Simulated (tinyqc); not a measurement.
Electron mobility of a polar semiconductor by Rode's iterative solution of the Boltzmann equation: one step, computed by the program tinyqc. Command: `OMP_NUM_THREADS=1 python tinyqc.py 3026972 3026973 out.jsonl rode walk`. One thread of a shared host (Intel(R) Xeon(R) Processor @ 2.30GHz), about 0.01 s of CPU time with the checks.

The distribution is f(E) + e F l(E) (-df/dE) cos(theta) for a weak field F, theta counted from the force; l(E) is a mean free path. Elastic processes enter by their momentum rate, polar optical phonons by out- and in-scattering terms. One valley only: where upper valleys lie close, measured mobilities are lower. The density n is prescribed, even where a narrow-gap material would have more intrinsic carriers.

Task: Rates on one ladder of the grid. Parabolic band: E = hbar^2 k^2/(2 m), speed v = hbar k/m, states per spin, volume and energy g(E) = m k/(2 pi^2 hbar^2). Masses are multiplied by m_0 and all formulas are in SI units. Phonon occupation N_q = 1/(exp(hbar w/(k_B T)) - 1). Acoustic deformation potential (elastic, equipartition, absorption and emission together): 1/tau = 2 pi k_B T D_A^2 g(E)/(hbar rho v_l^2). Singly charged impurities, momentum relaxation: 1/tau = N_I e^4 m (1 + 2 alpha E) Phi/(8 pi (eps_s eps_0)^2 hbar^3 k^3), with alpha = 0 for a parabolic band. Brooks-Herring: Phi = ln(1 + b) - b/(1 + b), b = 4 k^2 L_s^2. Polar optical, unscreened: W = e^2 w (1/eps_inf - 1/eps_s) m (1 + 2 alpha E') ln|(k + k')/(k - k')| / (4 pi eps_0 hbar^2 k), times N_q for absorption (E' = E + hbar w) and N_q + 1 for emission (E' = E - hbar w > 0), with alpha = 0 for a parabolic band; mean cosine of the angle <cos> = (k^2 + k'^2)/(2 k k') - 1/ln|(k + k')/(k - k')|. Energy grid E_j = (j + 1/2) hbar w/s, j = 0, 1, ..., up to (max(eta, 0) + 18) k_B T, so that E_j +/- hbar w are grid points; l = 0 beyond the grid; integrals are sums times the spacing. With f' = f(E'): out-scattering S_o = sum over absorption and emission of W (1 - f')/(1 - f); nu = sum of elastic rates; the in-scattering weights are c+ = W_abs <cos> (1 - f')/(1 - f) for E' = E + hbar w and c- likewise for emission.

Inputs (values chosen for the exercise, modelled on GaSb): effective mass m = 0.0422 m_0; static permittivity eps_s = 15.7; high-frequency permittivity eps_inf = 14.4; density rho = 5610 kg/m^3; sound velocity v_l = 4260 m/s; acoustic deformation potential D_A = 7.2 eV; optical phonon energy hbar w = 29.3 meV; temperature T = 300 K; grid points per phonon energy s = 6.

Band: parabolic. Elastic processes: acoustic, impurity.

reduced Fermi level eta = 2.110420

ionised impurity density N_I = 6.50e+17 1/cm^3

screening length L_s = 8.262995 nm

Constants: k_B = 8.617333262e-05 eV/K; k_B = 1.380649e-23 J/K; e = 1.602176634e-19 C; hbar = 1.054571817e-34 J s; m_0 = 9.1093837015e-31 kg; eps_0 = 8.8541878128e-12 F/m; hbar = 6.582119569e-16 eV s.

Give: Points j = s/2, s/2 + s, ... (the first seven rungs, or as many as the grid holds), rates in 1e12/s.

Result:

Points j = s/2, s/2 + s, ... (the first seven rungs, or as many as the grid holds), rates in 1e12/s:
```
E (meV)    v (m/s)     nu    S_o      c+     c-
17.1     3.775e+05  10.97  2.200  0.9178  0.000
46.4     6.219e+05   4.54  2.324  0.8222  0.352
75.7     7.943e+05   2.80  2.389  0.6503  0.739
105.0    9.355e+05   2.03  2.618  0.5620  1.077
134.3    1.058e+06   1.60  2.773  0.5243  1.294
163.6    1.168e+06   1.34  2.799  0.5061  1.389
192.9    1.268e+06   1.17  2.760  0.4946  1.419
```

Points one phonon energy apart are coupled only to each other, so the grid falls into s independent ladders. Caution: the gas is degenerate, and screening of the polar coupling, left out here, would raise the mobility.
